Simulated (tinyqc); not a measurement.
Resistance of a circular point contact between the ballistic and the diffusive limit: one step of the calculation.

Two half-spaces of a free-electron metal (one valley, spin 2) meet through a circular opening of radius a in an insulating sheet.

Task. Fermi wave number and resistivity. kF = (3 pi^2 n)^(1/3), resistivity rho = hbar kF/(n q^2 l). Maxwell: RM = rho/(2 a); Sharvin: RS = 4 rho l/(3 pi a^2); interpolation R = RS + gamma RM, gamma = (1 + 0.83 K)/(1 + 1.33 K), K = l/a.

Inputs (values chosen for the exercise):
- n = 5.1e20 cm^-3 (free-electron density)
- l = 2.9 nm (mean free path)
- a = 3.9 nm (radius of the opening)

Constants: q = 1.602176634e-19 C, hbar = 1.054571817e-34 J s. Results are converted to the units shown.

Give: kF; rho; modes (kF a)^2/4.

Result.

kF = 2.472 1/nm
rho = 686.6 uohm cm
modes (kF a)^2/4 = 23.23

Range of the model: With kF a below about 10 the smooth Sharvin count is off by about 2/(kF a).

Computed by the program tinyqc: `OMP_NUM_THREADS=1 python tinyqc.py 2760086 2760087 out.jsonl`, one thread of a shared Intel Xeon 2.30GHz, about 0.01 s for the whole run.
